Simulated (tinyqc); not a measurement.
From results back to parameters: deep level as a short-range spherical well. Three cases, with inputs chosen for the exercise.

Problem. Emission rates at T and T2 were computed from hidden Et and sn.

Thermal emission e = sn v Nc exp(-Et/kB T), v = sqrt(6 c kB T/m)/hbar, Nc = 2 gv (m kB T/(4 pi c))^(3/2), c = hbar^2/2m0, one mass for both, degeneracy ratio 1; 1 angstrom = 1e-8 cm.

Constants: hbar^2/2m0 = 3.80998211 eV angstrom^2; kB = 8.617333262e-05 eV/K; hbar = 6.58211957e-16 eV s.

Find: Et; sn.

Method. v Nc goes as T^2, so ln(e/T^2) against 1/T has slope -Et/kB; the intercept gives sn.

Case 1.

Values chosen (near those of GaN; shifted at random, so the results belong to these values and not to a real crystal): m = 0.209 m0 (mass); gv = 1 (valleys); T = 200 K (temperature); T2 = 240 K (second temperature).

e(T), e(T2) (1/s): 0.006147739  1.110533

Solution.

Et = 0.500 eV
sn = 8.8 x 1e-16 cm^2

Case 2.

Values chosen (near those of Si; shifted at random, so the results belong to these values and not to a real crystal): m = 0.26 m0 (mass); gv = 6 (valleys); T = 300 K (temperature); T2 = 340 K (second temperature).

e(T), e(T2) (1/s): 41041.18  359626.2

Solution.

Et = 0.422 eV
sn = 11 x 1e-16 cm^2

Case 3.

Values chosen (near those of GaN; shifted at random, so the results belong to these values and not to a real crystal): m = 0.19 m0 (mass); gv = 1 (valleys); T = 150 K (temperature); T2 = 190 K (second temperature).

e(T), e(T2) (1/s): 0.3142142  92.87486

Solution.

Et = 0.320 eV
sn = 13 x 1e-16 cm^2

Computed by tinyqc, one run a case: `OMP_NUM_THREADS=1 python tinyqc.py N N+1 out.jsonl` with N = 1281263, 1281305, 1281367; one thread of a shared Intel(R) Xeon(R) Processor @ 2.30GHz, about 0.01 s a run at most.
